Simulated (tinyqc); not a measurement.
Inside a calculation. Method: CIS on RHF in the sto-3g basis, for BeH2, spin multiplicity 1. Computed by tinyqc, a small Python program that keeps every step (integrals from PySCF). Settings: charge = 0, multiplicity = 1, basis = sto-3g, method = RHF, energy threshold = 1e-10, iteration cap = 57, orthogonalisation = symmetric, start = atomic densities, DIIS depth = 6. Command: `OMP_NUM_THREADS=1 python tinyqc.py 28389 28390 out.jsonl` (the two numbers bound the seeds that draw the settings). One thread of a shared host (Intel(R) Xeon(R) Processor @ 2.60GHz), about 0.07 s of CPU time with the checks. The early iterations of the SCF are left out here.

## One-electron integrals

Geometry (angstrom):
```
atom        x         y        z
Be    0.00000   0.00000  0.00000
H     0.00000   1.39300  0.00000
H     0.00000  -1.44200  0.00000
```

Basis sto-3g: exponents (1/bohr^2) and contraction coefficients of normalised primitives:
```
element  l (shell)  exponent  coefficient
Be           s (1)  30.16787      0.15433
Be           s (1)   5.49512      0.53533
Be           s (1)   1.48719      0.44463
Be           s (2)   1.31483     -0.09997
Be           s (2)   0.30554      0.39951
Be           s (2)   0.09937      0.70012
Be           p (3)   1.31483      0.15592
Be           p (3)   0.30554      0.60768
Be           p (3)   0.09937      0.39196
H            s (1)   3.42525      0.15433
H            s (1)   0.62391      0.53533
H            s (1)   0.16886      0.44463
```

Overlap, kinetic and nuclear-attraction integrals over the contracted functions; the nuclear repulsion is the sum of Za Zb / Rab.

nuclear repulsion = 3.1740891 hartree

overlap S, lower triangle:
```
          1Be 1s   1Be 2s  1Be 2px   1Be 2py  1Be 2pz    2H 1s    3H 1s
1Be 1s   1.00000
1Be 2s   0.25952  1.00000
1Be 2px  0.00000  0.00000  1.00000
1Be 2py  0.00000  0.00000  0.00000   1.00000
1Be 2pz  0.00000  0.00000  0.00000   0.00000  1.00000
2H 1s    0.06182  0.43869  0.00000   0.51050  0.00000  1.00000
3H 1s    0.05551  0.41936  0.00000  -0.49550  0.00000  0.02571  1.00000
```

kinetic energy T (hartree), lower triangle:
```
           1Be 1s   1Be 2s  1Be 2px   1Be 2py  1Be 2pz     2H 1s    3H 1s
1Be 1s    6.69397
1Be 2s   -0.03301  0.21111
1Be 2px   0.00000  0.00000  0.66059
1Be 2py   0.00000  0.00000  0.00000   0.66059
1Be 2pz   0.00000  0.00000  0.00000   0.00000  0.66059
2H 1s    -0.01558  0.06115  0.00000   0.17649  0.00000   0.76003
3H 1s    -0.01460  0.05427  0.00000  -0.16106  0.00000  -0.00806  0.76003
```

nuclear attraction V (hartree), lower triangle:
```
            1Be 1s    1Be 2s   1Be 2px   1Be 2py   1Be 2pz     2H 1s     3H 1s
1Be 1s   -15.30795
1Be 2s    -2.09307  -3.02091
1Be 2px    0.00000   0.00000  -2.93072
1Be 2py   -0.00111  -0.00576   0.00000  -3.14633
1Be 2pz    0.00000   0.00000   0.00000   0.00000  -2.93072
2H 1s     -0.49741  -1.27236   0.00000  -1.44752   0.00000  -2.92313
3H 1s     -0.44590  -1.19753   0.00000   1.38075   0.00000  -0.08713  -2.87356
```

core Hamiltonian H = T + V (hartree), lower triangle:
```
           1Be 1s    1Be 2s   1Be 2px   1Be 2py   1Be 2pz     2H 1s     3H 1s
1Be 1s   -8.61397
1Be 2s   -2.12608  -2.80980
1Be 2px   0.00000   0.00000  -2.27013
1Be 2py  -0.00111  -0.00576   0.00000  -2.48574
1Be 2pz   0.00000   0.00000   0.00000   0.00000  -2.27013
2H 1s    -0.51300  -1.21121   0.00000  -1.27104   0.00000  -2.16310
3H 1s    -0.46050  -1.14326   0.00000   1.21969   0.00000  -0.09519  -2.11353
```

## Two-electron integrals

Functions are numbered as in S; the eight-fold symmetry (ij|kl) = (ji|kl) = (kl|ij) leaves the list below.

Two-electron integrals (ij|kl) in chemists' order, unique and non-zero (hartree):
```
(11|11) 2.29883     (21|11) 0.39204     (21|21) 0.07954     (22|11) 0.57099
(22|21) 0.14304     (22|22) 0.41768     (31|31) 0.01461     (32|31) 0.02189
(32|32) 0.09226     (33|11) 0.56958     (33|21) 0.14308     (33|22) 0.41759
(33|33) 0.44986     (41|41) 0.01461     (42|41) 0.02189     (42|42) 0.09226
(43|43) 0.02425     (44|11) 0.56958     (44|21) 0.14308     (44|22) 0.41759
(44|33) 0.40136     (44|44) 0.44986     (51|51) 0.01461     (52|51) 0.02189
(52|52) 0.09226     (53|53) 0.02425     (54|54) 0.02425     (55|11) 0.56958
(55|21) 0.14308     (55|22) 0.41759     (55|33) 0.40136     (55|44) 0.40136
(55|55) 0.44986     (61|11) 0.09236     (61|21) 0.01873     (61|22) 0.03394
(61|33) 0.03369     (61|41) 0.00167     (61|42) 0.00314     (61|44) 0.03444
(61|55) 0.03369     (61|61) 0.00463     (62|11) 0.21152     (62|21) 0.05370
(62|22) 0.16924     (62|33) 0.16298     (62|41) 0.00705     (62|42) 0.04215
(62|44) 0.18162     (62|55) 0.16298     (62|61) 0.01398     (62|62) 0.09966
(63|31) 0.00509     (63|32) 0.02341     (63|43) 0.00742     (63|63) 0.00953
(64|11) 0.22252     (64|21) 0.05721     (64|22) 0.18919     (64|33) 0.17798
(64|41) 0.01152     (64|42) 0.06581     (64|44) 0.21141     (64|55) 0.17798
(64|61) 0.01561     (64|62) 0.12707     (64|64) 0.16790     (65|51) 0.00509
(65|52) 0.02341     (65|54) 0.00742     (65|65) 0.00953     (66|11) 0.37701
(66|21) 0.09747     (66|22) 0.34318     (66|33) 0.31824     (66|41) 0.01550
(66|42) 0.11780     (66|44) 0.39279     (66|55) 0.31824     (66|61) 0.02613
(66|62) 0.25344     (66|64) 0.34396     (66|66) 0.77461     (71|11) 0.08285
(71|21) 0.01680     (71|22) 0.03046     (71|33) 0.03025     (71|41) -0.00149
(71|42) -0.00281    (71|44) 0.03091     (71|55) 0.03025     (71|61) 0.00379
(71|62) 0.01058     (71|64) 0.01084     (71|66) 0.01893     (71|71) 0.00372
(72|11) 0.19825     (72|21) 0.05038     (72|22) 0.15990     (72|33) 0.15387
(72|41) -0.00660    (72|42) -0.04024    (72|44) 0.17181     (72|55) 0.15387
(72|61) 0.01106     (72|62) 0.05011     (72|64) 0.05078     (72|66) 0.09453
(72|71) 0.01177     (72|72) 0.09056     (73|31) 0.00466     (73|32) 0.02173
(73|43) -0.00700    (73|63) 0.00378     (73|73) 0.00841     (74|11) -0.21173
(74|21) -0.05447    (74|22) -0.18132    (74|33) -0.17057    (74|41) 0.01074
(74|42) 0.06267     (74|44) -0.20263    (74|55) -0.17057    (74|61) -0.01152
(74|62) -0.05181    (74|64) -0.05044    (74|66) -0.09635    (74|71) -0.01331
(74|72) -0.11689    (74|74) 0.15593     (75|51) 0.00466     (75|52) 0.02173
(75|54) -0.00700    (75|65) 0.00378     (75|75) 0.00841     (76|11) 0.01614
(76|21) 0.00399     (76|22) 0.01126     (76|33) 0.01109     (76|41) -8.42e-06
(76|42) -0.00006    (76|44) 0.01160     (76|55) 0.01109     (76|61) 0.00095
(76|62) 0.00465     (76|64) 0.00527     (76|66) 0.00965     (76|71) 0.00085
(76|72) 0.00446     (76|74) -0.00515    (76|76) 0.00031     (77|11) 0.36471
(77|21) 0.09435     (77|22) 0.33538     (77|33) 0.31105     (77|41) -0.01462
(77|42) -0.11465    (77|44) 0.38376     (77|55) 0.31105     (77|61) 0.02045
(77|62) 0.09815     (77|64) 0.09813     (77|66) 0.18664     (77|71) 0.02264
(77|72) 0.24047     (77|74) -0.32975    (77|76) 0.00965     (77|77) 0.77461
```

## Orthogonalisation

S = U s U^T; symmetric (Loewdin) form X = U s^(-1/2) U^T, so that X^T S X = 1.

eigenvalues of S: 0.27441  0.37901  0.94432  1.00000  1.00000  1.68838  1.71389

X, lower triangle:
```
           1Be 1s    1Be 2s  1Be 2px   1Be 2py  1Be 2pz     2H 1s    3H 1s
1Be 1s    1.02852
1Be 2s   -0.15287   1.22215
1Be 2px   0.00000   0.00000  1.00000
1Be 2py  -0.00017   0.01448  0.00000   1.32613
1Be 2pz   0.00000   0.00000  0.00000   0.00000  1.00000
2H 1s     0.01934  -0.29648  0.00000  -0.41350  0.00000   1.27358
3H 1s     0.02010  -0.27041  0.00000   0.39126  0.00000  -0.08725  1.24546
```

## Iteration 7 (converged): orbitals

converged F (hartree), lower triangle:
```
           1Be 1s    1Be 2s  1Be 2px   1Be 2py  1Be 2pz     2H 1s     3H 1s
1Be 1s   -4.52067
1Be 2s   -1.28832  -0.61792
1Be 2px   0.00000   0.00000  0.21329
1Be 2py  -0.00016  -0.00721  0.00000  -0.20408
1Be 2pz   0.00000   0.00000  0.00000   0.00000  0.21329
2H 1s    -0.31624  -0.39674  0.00000  -0.32766  0.00000  -0.29158
3H 1s    -0.28430  -0.37891  0.00000   0.32035  0.00000  -0.03436  -0.27258
```

Diagonalise F' = X^T F X, C = X C', fill 3 alpha and 3 beta electrons from the bottom; D = 2 C_occ C_occ^T. Each column has its largest component positive (the first on a tie).

F' = X^T F X (hartree), lower triangle:
```
          1         2        3         4        5         6        7
1  -4.41144
2  -0.69475  -0.11249
3   0.00000   0.00000  0.21329
4   0.00197   0.00694  0.00000   0.25248
5   0.00000   0.00000  0.00000   0.00000  0.21329
6  -0.04139  -0.32418  0.00000  -0.44788  0.00000   0.08835
7  -0.02852  -0.30553  0.00000   0.43308  0.00000  -0.10416  0.07766
```

orbital energies (hartree): MO1 -4.52408, MO2 -0.44321, MO3 -0.40332, MO4 0.21329, MO5 0.21329, MO6 0.42085, MO7 0.84432

coefficients C:
```
              MO1       MO2       MO3      MO4       MO5       MO6       MO7
1Be 1s    0.99178  -0.21720   0.02550  0.00000   0.00000  -0.22472  -0.00722
1Be 2s    0.03170   0.57131  -0.07535  0.00000   0.00000   1.15767   0.07054
1Be 2px   0.00000   0.00000   0.00000  0.93046  -0.36640   0.00000   0.00000
1Be 2py   0.00004   0.06118   0.49632  0.00000   0.00000  -0.03394   1.35339
1Be 2pz   0.00000   0.00000   0.00000  0.36640   0.93046   0.00000   0.00000
2H 1s    -0.00328   0.44072   0.36009  0.00000   0.00000  -0.75991  -0.99373
3H 1s    -0.00350   0.33895  -0.46121  0.00000   0.00000  -0.80388   0.90086
```

D after iteration 7, lower triangle:
```
           1Be 1s    1Be 2s  1Be 2px   1Be 2py  1Be 2pz     2H 1s    3H 1s
1Be 1s    2.06291
1Be 2s   -0.18914   0.66615
1Be 2px   0.00000   0.00000  0.00000
1Be 2py  -0.00119  -0.00489  0.00000   0.50016
1Be 2pz   0.00000   0.00000  0.00000   0.00000  0.00000
2H 1s    -0.17959   0.44910  0.00000   0.41137  0.00000   0.64782
3H 1s    -0.17772   0.45657  0.00000  -0.41634  0.00000  -0.03337  0.65522
```

Within a degenerate level the vectors are fixed only up to a rotation; this is one choice.

## Convergence

Stop when the energy changes by less than 1e-10 hartree and every element of the error matrix X^T (F D S - S D F) X is below 3e-06.

Course of the cycle:
```
iteration  E (hartree)     change  largest element of the error matrix
1          -15.3666194          -                             3.63e-01
2          -15.5331321  -1.67e-01                             1.02e-01
3          -15.5486938  -1.56e-02                             1.58e-02
4          -15.5492987  -6.05e-04                             6.18e-04
5          -15.5492992  -5.33e-07                             9.87e-06
6          -15.5492992  -2.55e-10                             8.32e-07
7          -15.5492992  -1.94e-12                             1.13e-07
```

PySCF RHF in the same basis = -15.5492992 hartree

Converged in 7 iterations.

## Integrals over molecular orbitals

(pq|rs) = sum C_ip C_jq C_kr C_ls (ij|kl), one index at a time.

one-electron integrals over orbitals h = C^T H C (hartree), lower triangle:
```
          1         2         3         4         5         6         7
1  -8.60244
2   0.21611  -2.40154
3  -0.02585  -0.00874  -2.34879
4   0.00000   0.00000   0.00000  -2.27013
5   0.00000   0.00000   0.00000   0.00000  -2.27013
6   0.19958  -0.19860   0.04431   0.00000   0.00000  -1.90976
7   0.00503  -0.03685  -0.29313   0.00000   0.00000   0.00390  -1.83114
```

Two-electron integrals over orbitals (pq|rs), unique and non-zero (hartree):
```
(11|11) 2.27162    (21|11) -0.19200   (21|21) 0.02505    (22|11) 0.47583
(22|21) -0.00573   (22|22) 0.40022    (31|11) 0.02245    (31|21) -0.00220
(31|22) 0.00405    (31|31) 0.00584    (32|11) -0.00041   (32|21) 0.00205
(32|22) 0.04220    (32|31) 0.01228    (32|32) 0.15263    (33|11) 0.44299
(33|21) -0.00305   (33|22) 0.39207    (33|31) -0.00264   (33|32) -0.03483
(33|33) 0.43382    (41|41) 0.01576    (42|41) 0.01501    (42|42) 0.04806
(43|41) -0.00182   (43|42) -0.00401   (43|43) 0.01427    (44|11) 0.56918
(44|21) -0.00765   (44|22) 0.36330    (44|31) 0.00086    (44|32) 0.00011
(44|33) 0.34827    (44|44) 0.44986    (51|51) 0.01576    (52|51) 0.01501
(52|52) 0.04806    (53|51) -0.00182   (53|52) -0.00401   (53|53) 0.01427
(54|54) 0.02425    (55|11) 0.56918    (55|21) -0.00765   (55|22) 0.36330
(55|31) 0.00086    (55|32) 0.00011    (55|33) 0.34827    (55|44) 0.40136
(55|55) 0.44986    (61|11) -0.18749   (61|21) 0.02493    (61|22) -0.00661
(61|31) -0.00329   (61|32) -0.00049   (61|33) -0.00345   (61|44) -0.00518
(61|55) -0.00518   (61|61) 0.02518    (62|11) 0.12013    (62|21) -0.00635
(62|22) -0.02341   (62|31) 0.00021    (62|32) -0.01266   (62|33) -0.04138
(62|44) 0.05741    (62|55) 0.05741    (62|61) -0.00452   (62|62) 0.07844
(63|11) -0.02268   (63|21) 0.00068    (63|22) -0.02147   (63|31) -0.00168
(63|32) -0.08944   (63|33) 0.02806    (63|44) -0.01123   (63|55) -0.01123
(63|61) 0.00078    (63|62) -0.00455   (63|63) 0.08571    (64|41) 0.01633
(64|42) 0.04667    (64|43) -0.00630   (64|64) 0.05038    (65|51) 0.01633
(65|52) 0.04667    (65|53) -0.00630   (65|65) 0.05038    (66|11) 0.47095
(66|21) -0.00676   (66|22) 0.38696    (66|31) 0.00012    (66|32) -0.00711
(66|33) 0.40206    (66|44) 0.36193    (66|55) 0.36193    (66|61) -0.00631
(66|62) -0.03073   (66|63) 0.01024    (66|66) 0.40536    (71|11) -0.00578
(71|21) 0.00216    (71|22) 0.00482    (71|31) 0.01035    (71|32) 0.01883
(71|33) -0.00474   (71|44) -0.00008   (71|55) -0.00008   (71|61) 0.00011
(71|62) -0.00070   (71|63) -0.00098   (71|66) -0.00128   (71|71) 0.02018
(72|11) 0.02022    (72|21) -0.00030   (72|22) -0.01274   (72|31) 0.00396
(72|32) -0.04137   (72|33) 0.00535    (72|44) 0.00871    (72|55) 0.00871
(72|61) -0.00081   (72|62) 0.01736    (72|63) 0.05925    (72|66) -0.00142
(72|71) 0.00768    (72|72) 0.05828    (73|11) 0.14308    (73|21) -0.00464
(73|22) -0.00263   (73|31) -0.00027   (73|32) -0.00063   (73|33) -0.01878
(73|44) 0.06309    (73|55) 0.06309    (73|61) -0.00339   (73|62) 0.07278
(73|63) -0.01721   (73|66) -0.02330   (73|71) -0.00144   (73|72) 0.00746
(73|73) 0.08274    (74|41) 0.00066    (74|42) 0.00362    (74|43) 0.01324
(74|64) 0.00139    (74|74) 0.01679    (75|51) 0.00066    (75|52) 0.00362
(75|53) 0.01324    (75|65) 0.00139    (75|75) 0.01679    (76|11) -0.00170
(76|21) 0.00149    (76|22) 0.03520    (76|31) 0.01052    (76|32) 0.13697
(76|33) -0.03533   (76|44) 0.00047    (76|55) 0.00047    (76|61) -0.00060
(76|62) -0.01002   (76|63) -0.09275   (76|66) -0.00944   (76|71) 0.01644
(76|72) -0.05243   (76|73) 0.00171    (76|76) 0.13851    (77|11) 0.56568
(77|21) -0.00830   (77|22) 0.42037    (77|31) 0.00159    (77|32) 0.01279
(77|33) 0.43228    (77|44) 0.38610    (77|55) 0.38610    (77|61) -0.00839
(77|62) -0.02995   (77|63) -0.00445   (77|66) 0.42560    (77|71) 0.00054
(77|72) -0.00749   (77|73) -0.00430   (77|76) 0.00877    (77|77) 0.47615
```

## CIS matrix, singlets

A(ia,jb) = (e_a - e_i) d_ij d_ab + 2 (ia|jb) - (ij|ab).

CIS matrix A, singlet (hartree), lower triangle:
```
          1>4       1>5       1>6       1>7       2>4       2>5       2>6       2>7
1>4   4.19972
1>5   0.00000   4.19972
1>6   0.00000   0.00000   4.52435
1>7   0.00000   0.00000   0.00191   4.84308
2>4   0.03768   0.00000   0.00000   0.00000   0.38932
2>5   0.00000   0.03768   0.00000   0.00000   0.00000   0.38932
2>6   0.00000   0.00000  -0.00228  -0.00289   0.00000   0.00000   0.63398
2>7   0.00000   0.00000  -0.00312   0.02366   0.00000   0.00000  -0.00048   0.98372
3>4  -0.00450   0.00000   0.00000   0.00000  -0.00814   0.00000   0.00000   0.00000
3>5   0.00000  -0.00450   0.00000   0.00000   0.00000  -0.00814   0.00000   0.00000
3>6   0.00000   0.00000   0.00143  -0.01248   0.00000   0.00000  -0.00199  -0.01848
3>7   0.00000   0.00000  -0.01731  -0.00446   0.00000   0.00000   0.00860   0.00212

         3>4      3>5      3>6      3>7
3>4  0.29688
3>5  0.00000  0.29688
3>6  0.00000  0.00000  0.59353
3>7  0.00000  0.00000  0.00090  0.98083
```

## CIS singlet states

dipole integrals <i|r|a> (bohr):
```
            x         y         z
1>4   0.14136   0.00000   0.05567
1>5  -0.05567   0.00000   0.14136
1>6   0.00000  -0.00577   0.00000
1>7   0.00000   0.13594   0.00000
2>4   0.89155   0.00000   0.35108
2>5  -0.35108   0.00000   0.89155
2>6   0.00000  -0.10856   0.00000
2>7   0.00000  -0.62993   0.00000
3>4  -0.11050   0.00000  -0.04351
3>5   0.04351   0.00000  -0.11050
3>6   0.00000  -1.20223   0.00000
3>7   0.00000   0.04846   0.00000
```

Diagonalise A (1 hartree = 27.211386 eV); each vector has its largest component positive (the first on a tie). The transition dipole is mu = sqrt2 sum c_ia <i|r|a>.

singlet excitation energies (eV): 8.05915  8.05915  10.60297  10.60297  16.12349  17.24830  26.66670  26.81450  114.29040  114.29040  123.11607  131.79241

lowest vectors:
```
     state 1   state 2   state 3   state 4   state 5   state 6
1>4  0.00000   0.00031   0.00028  -0.00995   0.00000   0.00000
1>5  0.00031   0.00000  -0.00995  -0.00028   0.00000   0.00000
1>6  0.00000   0.00000   0.00000   0.00000  -0.00031   0.00049
1>7  0.00000   0.00000   0.00000   0.00000   0.00270   0.00052
2>4  0.00010   0.08691  -0.02833   0.99576   0.00000   0.00000
2>5  0.08691  -0.00010   0.99576   0.02833   0.00000   0.00000
2>6  0.00000   0.00000   0.00000   0.00000   0.04929   0.99848
2>7  0.00000   0.00000   0.00000   0.00000   0.04704  -0.00112
3>4  0.00115   0.99622   0.00247  -0.08686   0.00000   0.00000
3>5  0.99622  -0.00115  -0.08686  -0.00247   0.00000   0.00000
3>6  0.00000   0.00000   0.00000   0.00000   0.99767  -0.04937
3>7  0.00000   0.00000   0.00000   0.00000  -0.00363  -0.02458
```

oscillator strengths 2/3 w |mu|^2: 0.00048  0.00048  0.48212  0.48212  1.20345  0.00207

Within a degenerate level the vectors are fixed only up to a rotation; this is one choice.

## CIS matrix, triplets

A(ia,jb) = (e_a - e_i) d_ij d_ab - (ij|ab).

CIS matrix A, triplet (hartree), lower triangle:
```
          1>4       1>5       1>6       1>7       2>4       2>5       2>6       2>7
1>4   4.16819
1>5   0.00000   4.16819
1>6   0.00000   0.00000   4.47399
1>7   0.00000   0.00000   0.00170   4.80273
2>4   0.00765   0.00000   0.00000   0.00000   0.29320
2>5   0.00000   0.00765   0.00000   0.00000   0.00000   0.29320
2>6   0.00000   0.00000   0.00676  -0.00149   0.00000   0.00000   0.47710
2>7   0.00000   0.00000  -0.00149   0.00830   0.00000   0.00000  -0.03520   0.86716
3>4  -0.00086   0.00000   0.00000   0.00000  -0.00011   0.00000   0.00000   0.00000
3>5   0.00000  -0.00086   0.00000   0.00000   0.00000  -0.00011   0.00000   0.00000
3>6   0.00000   0.00000  -0.00012  -0.01052   0.00000   0.00000   0.00711  -0.13697
3>7   0.00000   0.00000  -0.01052  -0.00159   0.00000   0.00000  -0.13697  -0.01279

         3>4      3>5      3>6      3>7
3>4  0.26833
3>5  0.00000  0.26833
3>6  0.00000  0.00000  0.42211
3>7  0.00000  0.00000  0.03533  0.81536
```

## CIS triplet states

Diagonalise A (1 hartree = 27.211386 eV); each vector has its largest component positive (the first on a tie).

triplet excitation energies (eV): 7.30169  7.30169  7.97796  7.97796  10.34600  11.60213  23.51007  24.79184  113.42273  113.42273  121.74434  130.69032

lowest vectors:
```
      state 1  state 2   state 3   state 4   state 5   state 6
1>4   0.00000  0.00021   0.00000  -0.00197   0.00000   0.00000
1>5   0.00021  0.00000  -0.00197   0.00000   0.00000   0.00000
1>6   0.00000  0.00000   0.00000   0.00000   0.00006  -0.00067
1>7   0.00000  0.00000   0.00000   0.00000   0.00170   0.00052
2>4  -0.00005  0.00429  -0.00130   0.99999   0.00000   0.00000
2>5   0.00429  0.00005   0.99999   0.00130   0.00000   0.00000
2>6   0.00000  0.00000   0.00000   0.00000  -0.13650   0.92926
2>7   0.00000  0.00000   0.00000   0.00000   0.25456   0.12615
3>4  -0.01248  0.99991   0.00001  -0.00429   0.00000   0.00000
3>5   0.99991  0.01248  -0.00429  -0.00001   0.00000   0.00000
3>6   0.00000  0.00000   0.00000   0.00000   0.95072   0.13742
3>7   0.00000  0.00000   0.00000   0.00000  -0.11266   0.31886
```

Within a degenerate level the vectors are fixed only up to a rotation; this is one choice.
